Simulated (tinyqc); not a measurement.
Deformation-potential model of the X valleys of a conduction band, step by step. Values are carried at full precision from step to step, so a last printed digit may differ when a step is redone from the rounded ones.

s11 = (C11 + C12)/((C11 - C12)(C11 + 2 C12)), s12 = -C12/((C11 - C12)(C11 + 2 C12)), s44 = 1/C44; exx = s11 sxx + s12 (syy + szz) and cyclic, exy = s44 sxy/2; tension is positive. A uniaxial stress X along the unit vector n is s_ij = X n_i n_j.

Constants: kB = 8.617333262e-05 eV/K; hbar^2/2m0 = 3.80998211 eV angstrom^2.

Values chosen for the exercise (near those of AlAs; not measured data):
- C11 = 120.6 GPa
- C12 = 56.4 GPa
- C44 = 52.5 GPa
- load = uniaxial [110] (kind of stress)
- X = 1.71 GPa (stress)
- Xd = 1.1 eV (dilation potential)
- Xu = 5.88 eV (uniaxial potential)
- T = 77 K (temperature)
- ml = 1.117 m0 (longitudinal mass)
- mt = 0.207 m0 (transverse mass)

## Strain from a uniaxial [110] stress

Form the compliances and the strain.

s11, s12, s44 (1/TPa): [11.8124, -3.7639, 19.0476]

strain tensor, rows x, y, z and columns alike:
```
[[0.006881, 0.008143, 0.000000],
 [0.008143, 0.006881, 0.000000],
 [0.000000, 0.000000, -0.006436]]
```

## Valley shifts

Valleys with axes along x, y and z, one whole valley each. Herring-Vogt shift of a valley with unit axis a: dE = Xd tr(e) + Xu a.e.a. Non-degenerate shares n_i = exp(-dE_i/kT)/sum_j exp(-dE_j/kT). Inverse mass tensor of a valley: (1 - a a)/mt + a a/ml; the masses are taken as independent of strain.

Apply the Herring-Vogt formula to each valley.

Xd tr(e) = 8.06 meV

a.e.a: x 0.006881, y 0.006881, z -0.006436

shifts dE (meV): x 48.52, y 48.52, z -29.79

The lowest valley is z, 78.3 meV below the highest; the mean shift over all valleys is (Xd + Xu/3) tr(e) = 22.42 meV.

## Shares of the electrons

Boltzmann factors of the shifts.

kT = 6.635 meV

shares: x 0.0000, y 0.0000, z 1.0000

effective number of valley axes, 1/(largest share) = 1.000

## Conductivity mass tensor

With one scattering time for all valleys the conductivity goes as M = sum_i n_i (inverse mass tensor of valley i); along the unit vector u, 1/m_c = u.M.u. Without stress 1/m_c = (1/ml + 2/mt)/3. Take u along [100].

M (1/m0), rows x, y, z and columns alike:
```
[[4.831, 0.000, 0.000],
 [0.000, 4.831, 0.000],
 [0.000, 0.000, 0.895]]
```

m_c along [100] = 0.2070 m0
m_c without stress = 0.2842 m0

The repopulation alone changes the mobility along [100] by +37.3 %; with all electrons in the valleys lightest or heaviest along this direction it would change by +37 or -75 %.

## Effective density of states

Each of the 3 whole valleys has m_d = (ml mt^2)^(1/3) and N = 2 (m_d kT/(4 pi c))^(3/2), c = hbar^2/2m0. Counted from the lowest edge, Nc = N x sum_i exp(-(dE_i - dE_min)/kT). 1 angstrom^-3 = 1e24 cm^-3.

m_d = 0.3631 m0
N of one valley = 7.139e+17 cm^-3
Nc under stress = 7.139e+17 cm^-3
Nc without stress = 2.142e+18 cm^-3

## Piezoresistance from repopulation

For small stress d(rho)/rho = pi X. For valleys on the cube axes pi11 = -(2/3) Xu (s11 - s12)/kT x (K - 1)/(2K + 1), pi12 = -pi11/2, pi44 = 0, K = ml/mt. For stress along [110]: pi_l = (pi11 + pi12 + pi44)/2 with the current along it and pi_t = (pi11 + pi12 - pi44)/2 with the current along [1-10]. 1/GPa = 100 x 1e-11/Pa.

K = 5.396

pi11, pi12, pi44 (1e-11/Pa): [-343.1, 171.5, 0.0]

pi_l, pi_t for [110] (1e-11/Pa): [-85.8, -85.8]

Only the transfer between valleys is counted; changes of mass and of intervalley scattering add to it in a real crystal.

## Checks

- Conductivity mass at zero stress against 3/(1/ml + 2/mt): both 0.2841692.
- Piezoresistance coefficients by finite differences against the closed form: largest difference 9.2e-07.

Program tinyqc; command `OMP_NUM_THREADS=1 python tinyqc.py 1050125 1050126 out.jsonl`; about 0.02 s on one thread of a shared Intel(R) Xeon(R) Processor @ 2.30GHz.
